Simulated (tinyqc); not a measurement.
# Worked calculation: front-illuminated p-i-n photodiode, quantum efficiency and bandwidth

Computed by the program tinyqc: `OMP_NUM_THREADS=1 python tinyqc.py 2250024 2250025 out.jsonl`, one thread of a shared Intel Xeon 2.30GHz, about 0.01 s for the whole run. Printed values are rounded.

Light enters through a p layer (0 to xp), a depleted layer (xp to xp + wi) and a thick n substrate, decaying as exp(-al x); one pass, no back reflection. Carriers made in the depleted layer are all collected; those in the neutral layers diffuse.

Values chosen for this exercise; values close to those of In0.53Ga0.47As at this wavelength: wavelength lam = 1310 nm; absorption coefficient al = 12000 1/cm; reflectance of the front face Rf = 0.02; relative permittivity eps_r = 13.9; thickness of the front p layer xp = 0.084 um; thickness of the depleted layer wi = 2.4 um; electron diffusion coefficient in the p layer Dn = 110 cm^2/s; electron diffusion length in the p layer Ln = 6.8 um; recombination velocity of the front surface S = 1e6 cm/s; hole diffusion length in the thick n substrate Lp = 7.8 um; electron drift velocity ve = 7.06e6 cm/s; hole drift velocity vh = 4.86e6 cm/s; diameter dia = 45 um; load resistance RL = 50 ohm; parasitic capacitance Cp = 40 fF; modulation frequency f = 15 GHz.

Constants: q = 1.602176634e-19 C, h = 6.62607015e-34 J s, c = 299792458 m/s, eps0 = 8.8541878128e-14 F/cm where lengths are in cm. Results are converted to the units shown.

## Quantum efficiency

k = al Ln, s = S Ln/Dn, e = exp(-al xp); front layer f1 = (k/(k^2 - 1)) {[s + k - e (s cosh(xp/Ln) + sinh(xp/Ln))]/[s sinh(xp/Ln) + cosh(xp/Ln)] - k e}; depleted layer f2 = e (1 - exp(-al wi)); substrate f3 = e exp(-al wi) al Lp/(1 + al Lp); external efficiency (1 - Rf)(f1 + f2 + f3); responsivity = efficiency q lam/(h c).

s = 6.18182
f1 = 0.0924232
f2 = 0.853362
f3 = 0.0458534
external efficiency = 0.971805
responsivity = 1.02680 A/W

The front layer absorbs 9.59 % of the light that enters and collects 96.4 % of that. Diffusion from the neutral layers makes up 13.9 % of the current.

## Response at one frequency

Drift response for pairs made in the depleted layer, a = al wi, g = 1 - exp(-a), u = 2 pi i f, te = wi/ve, th = wi/vh: electrons He = [g - a (exp(-a) - exp(-u te))/(u te - a)]/(u te g), holes Hh = [g - a (1 - exp(-a - u th))/(a + u th)]/(u th g); C = eps0 eps_r pi (dia/2)^2/wi + Cp; total |He + Hh|/sqrt(1 + (2 pi f RL C)^2), for the current of the depleted layer alone.

te = 33.9943 ps
th = 49.3827 ps
He = 0.164116-0.478152i
Hh = 0.105723-0.157332i
|He + Hh| = 0.690401
C = 121.558 fF
total response = 0.599074

The drift response alone falls to 1/sqrt(2) at 14.5 GHz and the RC term alone at 26.2 GHz; together they give 12.3 GHz.
